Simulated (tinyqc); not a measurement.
Landau-Devonshire theory of a uniaxial ferroelectric. Changing the temperature T. Computed by tinyqc, a small Python program. Command: `OMP_NUM_THREADS=1 python tinyqc.py 3031365 3031366 out.jsonl ferro sweep`. One thread of a shared host (Intel(R) Xeon(R) Processor @ 2.30GHz), about 0.03 s of CPU time with the checks.

G(P) = (alpha/2) P^2 + (beta*/4) P^4 + (gamma/6) P^6 - E P per volume, SI units, one domain, P along the polar axis, which is normal to the film.

Inputs (values chosen for the exercise, modelled on lead titanate):
```
quantity                          value         unit
alpha_0                          788000  J m/(C^2 K)
Curie-Weiss temperature T0          752            K
beta                             -3e+08    J m^5/C^4
gamma                          1.53e+09    J m^9/C^6
misfit strain u_m               -0.0044            -
electrostriction Q12             -0.026      m^4/C^2
compliance s11 + s12            5.5e-12        m^2/N
film thickness d                     20           nm
screening length lambda           0.039           nm
background permittivity eps_b         8            -
gradient coefficient g          1.2e-11    J m^3/C^2
```

Sample: epitaxial film.

Constants: eps_0 = 8.8541878128e-12 F/m.

Method:
- alpha = alpha_0 (T - T0*), with clamping: T0* = T0 + 4 Q12 u_m/(alpha_0 (s11 + s12)), beta* = beta + 4 Q12^2/(s11 + s12).
- Ps^2 = [-beta* + sqrt(beta*^2 - 4 alpha gamma)]/(2 gamma).
- chi = 1/(eps_0 G''), G'' = alpha + 3 beta* P^2 + 5 gamma P^4 at Ps. Ps, chi and the coercive field are for perfect screening, without a depolarising field. The intrinsic coercive field is |alpha P + beta* P^3 + gamma P^5| at the P_c where G'' = 0. 1 C/m^2 = 100 microcoulomb/cm^2.
- With the term (g/2) (dP/dx)^2, (g/2) P'^2 = G(P) - G(Ps) across the wall: energy = int_(-Ps)^(Ps) sqrt(2 g [G(P) - G(Ps)]) dP (40 Gauss-Legendre points); width = 2 Ps over the slope at P = 0, sqrt(2 |G(Ps)|/g). Elastic coupling inside the wall is left out.
- Between shorted electrodes with screening length lambda each, the depolarising field is -k P, k = 2 lambda/(eps_0 (d + 2 lambda eps_b)), so alpha turns into alpha + k.
- The polar state is the lowest uniform state while alpha + k < 0 (beta* > 0) or < 3 beta*^2/(16 gamma) (beta* < 0); setting the equality gives the critical thickness d_c.

One run for each value; columns: (1) temperature T (K); (2) spontaneous polarisation Ps (microcoulomb/cm^2); (3) susceptibility chi; (4) intrinsic coercive field (MV/m); (5) wall energy (mJ/m^2); (6) critical thickness d_c (nm):
```
(1)     (2)     (3)     (4)     (5)     (6)
301  69.024   71.86  151.68  38.104  19.462
350  67.267   79.17  134.43  34.509  21.401
399  65.374   88.12  117.66  30.930  23.754
449  63.274   99.56  101.09  27.295  26.737
498  61.012  114.00   85.41  23.753  30.466
547  58.498  133.22   70.36  20.237  35.371
597  55.591  160.67   55.73  16.681  42.277
646  52.285  200.91   42.21  13.237  52.213
695  48.316  267.01   29.63   9.848  68.137
744  43.269  394.54   18.22   6.540  97.801
```

What does the table show, and why?

Over the rows, spontaneous polarisation Ps (microcoulomb/cm^2) falls from 69.0 to 43.3 (exponent d ln y / d ln x -0.17 between the first rows and -1.6 between the last); susceptibility chi rises from 71.9 to 395 (exponent d ln y / d ln x 0.64 between the first rows and 5.7 between the last); intrinsic coercive field (MV/m) falls from 152 to 18.2 (exponent d ln y / d ln x -0.80 between the first rows and -7.1 between the last). Ps^2 falls from 4760 to 1870 and 1/chi from 0.0139 to 0.00253: the well gets shallower as alpha shrinks in size, so the crystal softens to the field and thin films lose P sooner.

Caution (rows 301, 350, 399): far below T0* the expansion with linear alpha(T) is only a fit. Caution (rows 301, 350, 399, 449, 498, 547, 597, 646, 695): a wall under 0.8 nm, some two lattice spacings, wide is outside the continuum picture.

Extremes, crossings and ranges named in words are read from the listed rows.
